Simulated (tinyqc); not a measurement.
Pressure series at fixed power: global model of a low-pressure process discharge: electron temperature, density, ion flux and ion energy. Computed by tinyqc, a small Python program. Command: `OMP_NUM_THREADS=1 python tinyqc.py 3110737 3110738 out.jsonl plasma walk`. One thread of a shared host (Intel(R) Xeon(R) Processor @ 2.30GHz), about 0.01 s of CPU time with the checks.

Maxwellian electrons with temperature T_e in eV, one positive ion, no negative ions, uniform bulk density n; rate constants have the Arrhenius form.

Inputs (values chosen for the exercise, of the order of those of an inductive discharge in a simple atomic gas):
```
quantity                      value   unit
ion mass M                       40      u
ionisation prefactor K0     4.4e-14  m^3/s
ionisation energy E_iz         12.3     eV
excitation prefactor X0     6.3e-15  m^3/s
excitation energy E_ex         8.34     eV
elastic rate constant K_el  1.4e-13  m^3/s
ion-neutral cross section   6.5e-19    m^2
gas temperature T_g             400      K
radius R                         12     cm
height L                         19     cm
absorbed power P               1000      W
```

Constants: k_B = 1.380649e-23 J/K; e = 1.602176634e-19 C; u = 1.6605390666e-27 kg; m_0 = 9.1093837015e-31 kg.

Method:
- n_g = p/(k_B T_g), lambda_i = 1/(n_g sigma), K_iz = K0 exp(-E_iz/T_e), h_L = 0.86/sqrt(3 + L/(2 lambda_i)), h_R = 0.8/sqrt(4 + R/lambda_i), A_eff = 2 pi R^2 h_L + 2 pi R L h_R and d_eff = pi R^2 L/A_eff follow p.
- Particle balance: K0 exp(-E_iz/T_e) n_g d_eff = u_B, u_B = sqrt(e T_e/M).
- E_c = E_iz + (X0 exp(-E_ex/T_e) E_ex + K_el (3 m_0/M) T_e)/K_iz; E_T = E_c + (5/2) T_e + (T_e/2) ln(M/(2 pi m_0)); n = P/(e u_B A_eff E_T); J = e h_L n u_B. Pressures without a root below 2 E_iz are left out.

Against pressure:
```
p (Pa)  T_e (eV)  E_c (eV)  E_T (eV)  n (1/cm^3)  J (mA/cm^2)
0.1       3.7803    15.717    42.858  5.5052e+11       11.287
0.2       2.9347    16.929    37.999  7.9278e+11       12.701
0.5       2.2420    19.356    35.452  1.2410e+12       13.567
1.0       1.8883    22.190    35.747  1.7193e+12       13.426
2.0       1.6245    26.381    38.044  2.3259e+12       12.597
5.0       1.3676    35.350    45.169  3.2506e+12       10.599
10.0      1.2206    46.728    55.491  3.9086e+12        8.624
20.0      1.1020    65.866    73.778  4.3458e+12        6.485
```

T_e falls from 3.78 to 1.10 eV, n changes by a factor 7.9 and J by 0.57; in J = P h_L/(A_eff E_T), E_T changes by a factor 1.72 and is least at 0.5 Pa, between wall losses at high T_e and excitation losses at low T_e.

Extremes, crossings and ranges named in words are read from the listed rows.
